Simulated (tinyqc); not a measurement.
Static screening by free carriers, step by step. Values are carried at full precision from step to step, so a last printed digit may differ when a step is redone from the rounded ones.

kF = (3 pi^2 n/Mv)^(1/3), EF = c kF^2/m with c = hbar^2/2m0, n in 1/angstrom^3 (1e-24 per 1/cm^3), e2 = e^2/(4 pi eps0). Thomas-Fermi: qTF^2 = 6 pi e2 n/(eps EF). Debye: qD^2 = 4 pi e2 n/(eps kB T).

Constants: hbar^2/2m0 = 3.80998211 eV angstrom^2; e^2/(4 pi eps0) = 14.39964547 eV angstrom; kB = 8.617333262e-05 eV/K; a0 (Bohr radius) = 0.5291772105 angstrom.

Parameters, chosen for this exercise (a free-electron density near that of Al; the results hold for these values, not for the real material):

| symbol | value | unit | meaning |
|---|---|---|---|
| n | 1.79e+23 | 1/cm^3 | carrier density |
| m | 1 | m0 | mass of one isotropic valley |
| Mv | 1 |  | valleys |
| eps | 1 |  | background dielectric constant |
| T | 300 | K |  |
| q | 4.67 | 1/angstrom | wave vector |

## Fermi and screening wave vectors

Also the effective Bohr radius aB = a0 eps/m and rs = (3/(4 pi n))^(1/3)/aB.

kF = 1.7435 1/angstrom
EF at 0 K = 1.158e+04 meV
EF/kT = 448
qTF = 2.0482 1/angstrom
qD = 35.396 1/angstrom
aB = 0.5292 angstrom
rs = 2.08

The gas is degenerate, so the Thomas-Fermi value applies. With rs above 1 exchange and correlation, left out here, are not small.

## Lindhard function at one q

Lindhard at zero temperature: eps(q)/eps = 1 + (qTF/q)^2 L(x), x = q/(2 kF), L(x) = 1/2 + ((1 - x^2)/(4x)) ln|(1 + x)/(1 - x)|.

Compare with Thomas-Fermi, 1 + (qTF/q)^2.

x = 1.3393
L(x) = 0.2140
eps(q)/eps, Lindhard = 1.041
eps(q)/eps, Thomas-Fermi = 1.192

The carriers respond with 21 % of their long-wave strength at this q, beyond 2 kF, where no pair of states on the Fermi surface is joined by q.

## Checks

- L(x) at x = 0.7 against the integral over the Fermi sphere: both 0.81595.

Computed by tinyqc, a small Python program: `OMP_NUM_THREADS=1 python tinyqc.py 1652118 1652119 out.jsonl` (the numbers bound the seed that draws the inputs); one thread of a shared host (Intel(R) Xeon(R) Processor @ 2.30GHz), about 0.01 s for the whole set of steps.
